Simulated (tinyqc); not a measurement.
Comparisons within one model: delta-doped layer in the Thomas-Fermi potential. A value that a table varies takes the place of the one given here.

All donors ionised in the plane z = 0, zero temperature, energies from the Fermi level EF of the Thomas-Fermi model, which lies at the bulk band edge; c = hbar^2/2m0, q = e^2/(4 pi eps0). Layer in a (001) plane: two valleys with m_z = ml, m_d = mt (unprimed) and four with m_z = mt, m_d = sqrt(ml mt) (primed); m3 = (ml mt^2)^(1/3), gv = 6. With n = (gv/3 pi^2)(m3 (-V)/c)^(3/2) and V'' = -(4 pi q/eps) n for z > 0, the solution is V = -b/(|z| + z0)^4 with sqrt(b) = 20/K, K = (4 pi q/eps)(gv/3 pi^2)(m3/c)^(3/2), and z0^5 = 4b/(e F0), e F0 = 2 pi q N/eps; 1e13/cm^2 = 1e-3/angstrom^2. Exchange and correlation are left out.

Subbands solve -(c/m_z) psi'' + V psi = E psi on 1280 points of spacing z0/80; up to ten levels for each group, kept if bound with an rms width below 2.5 z0.

Constants: hbar^2/2m0 = 3.80998211 eV angstrom^2; e^2/(4 pi eps0) = 14.39964547 eV angstrom.

Parameters, chosen for this exercise (near those of a delta-doped layer in Si; shifted at random, so the results belong to these values and not to a real crystal):
- ml = 0.89 m0 (longitudinal mass)
- mt = 0.195 m0 (transverse mass)
- eps = 11.9 (dielectric constant)
- Nl = (0.15, 0.3, 0.6, 1, 1.8, 3, 4.8) x 1e13/cm^2 (sheet densities)
- N = 1.5 x 1e13/cm^2 (donor sheet density)

## Doping density

The well, the lowest level and the filling anew; at zero temperature n_i = g m_d (mu - E_i)/(2 pi c), with mu fixed by sum n_i = N.

Results:
```
N (1e13/cm^2)  z0 (angstrom)  depth (eV)  lowest (eV)  next - lowest (eV)  occupied  share of lowest (%)
0.15                    47.5      0.0135      -0.0034              0.0020         2                 36.4
0.30                    41.3      0.0236      -0.0067              0.0037         2                 35.2
0.60                    36.0      0.0410      -0.0131              0.0068         2                 34.0
1.0                     32.5      0.0618      -0.0213              0.0106         2                 33.0
1.8                     28.9      0.0988      -0.0369              0.0175         2                 31.8
3.0                     26.1      0.1487      -0.0593              0.0269         3                 30.7
4.8                     23.7      0.2166      -0.0913              0.0397         3                 29.6
```

The depth grows as N^(4/5) and z0 shrinks as N^(-1/5): factors 16.0 and 2.00 for 32 times the doping. The lowest level deepens faster, with exponent 0.95, since the zero-point energy takes a smaller share of a deeper well (75 % falling to 58 %). The number of occupied subbands is 2 in the first row and 3 in the last. Up to N = 1 the donor spacing exceeds 1.5 Bohr radii (one radius, a0 eps/m with the density-of-states mass, is 19 angstrom), where a uniform sheet is a crude picture of discrete donors (beyond about three radii electrons stay on single donors).

## What each parameter does

z0, depth, lowest level and its rms width. Each row changes one parameter from the base and keeps the others.

Results:
```
case                 z0 (angstrom)  depth (eV)  lowest (eV)  rms z (angstrom)
base                         29.96      0.0854      -0.0311             10.82
N = 0.9 x 1e13/cm^2          33.19      0.0568      -0.0192             13.40
eps = 10.7                   28.11      0.0891      -0.0315             10.63
ml = 1.023 m0                29.14      0.0831      -0.0308             10.21
mt = 0.166 m0                31.96      0.0911      -0.0354             10.41
```

The largest shifts from the base row, up to three for each result and ties (the steps differ in size, so this ranks the rows, not the parameters). z0 (angstrom): N +3.22, mt +1.99, eps -1.85. depth (eV): N -0.0287, mt +0.0057, eps +0.0037. lowest (eV): N +0.0119, mt -0.0042, eps -0.0004. rms z (angstrom): N +2.58, ml -0.61, mt -0.41.

Program tinyqc; command `OMP_NUM_THREADS=1 python tinyqc.py 1250347 1250348 out.jsonl`; about 0.2 s on one thread of a shared Intel(R) Xeon(R) Processor @ 2.30GHz.
